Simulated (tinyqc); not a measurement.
Six-transistor SRAM cell, nodal equations and margins: one step of the calculation.

Two cross-coupled inverters (pull-down bn, pull-up bp) hold the nodes Q and QB; access transistors (ba, threshold VTn, gate on the word line at Vdd when selected) join them to the bit lines. Transistor (EKV form, voltages against the body): I = 2 n b Vt^2 [F(vp - Vs) - F(vp - Vd)] from drain to source, F(v) = ln^2(1 + exp(v/(2 Vt))), vp = (Vg - VT + sg |Vd - Vs|)/n. n-channel bodies are at 0; for the p-channel device all voltages are counted down from Vdd. b in uA/V^2 gives I in uA. For an access transistor the bit line is the drain and the node the source. In a read both bit lines are at Vdd. The cell is symmetric (no mismatch).

Problem. Read current and disturbance. Iread = Ia(bit line at Vdd, source Q); cell ratio bn/ba; time to pull a bit line of 20 fF down by 0.1 V at that current.

Inputs (values chosen for the exercise):
```
symbol  value    unit                                  meaning
T         325       K                              temperature
Vdd       0.6       V                           supply voltage
n        1.17                                     slope factor
sg      0.056                   drain-induced barrier lowering
VTn      0.33       V                      n-channel threshold
bn        400  uA/V^2  gain factor of the pull-down transistor
ba        400  uA/V^2     gain factor of the access transistor
```

Constants: q = 1.602176634e-19 C, kB = 1.380649e-23 J/K, Vt = kB T/q. Results are converted to the units shown.

(Q, QB) (V): Q 0.081892930, QB 0.59995759

Give: Iread; cell ratio; time.

Solution.

Iread = 7.2600 uA
cell ratio = 1.0000
time = 275.48 ps

Numbers from tinyqc (`OMP_NUM_THREADS=1 python tinyqc.py 2340070 2340071 out.jsonl`; about 0.1 s on one thread of a shared Intel Xeon 2.30GHz).
